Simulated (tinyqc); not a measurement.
Long-channel MOSFET, surface-potential model: one step of the calculation.

n-channel transistor on a uniformly doped p-type body, gradual-channel approximation, constant mobility, Boltzmann statistics, full ionisation. Potentials are counted from the neutral body; V is the electron quasi-Fermi potential, Vsb at the source and Vsb + Vds at the drain. Charges are magnitudes per area.

Question. Pao-Sah current by Simpson's rule. I = mu (W/L) integral of Qi dV; Simpson's rule on the 7 points, step Vds/6, weights 1, 4, 2, ..., 4, 1 times step/3.

Inputs (values chosen for the exercise); material values those of a made-up semiconductor: channel mobility mu = 130 cm^2/(V s); gate width W = 20 um; gate length L = 2 um; drain-source voltage Vds = 0.5 V.

Qi, Pao-Sah, point 0 to 6 (nC/cm^2): 20.518627  2.7946865  0.16499106  0.0084914578  4.3343671e-4  2.2114890e-5  1.1283257e-6

Wanted: Pao-Sah current.

Answer.

Pao-Sah current = 1.158 uA

Gauss-Legendre quadrature on many points gives 1.171 uA, so this value is 1.2 % below it; the charge-sheet current, 1.151 uA, is 1.7 % below it.

Computed by the program tinyqc: `OMP_NUM_THREADS=1 python tinyqc.py 2360120 2360121 out.jsonl`, one thread of a shared Intel Xeon 2.30GHz, about 0.07 s for the whole run.
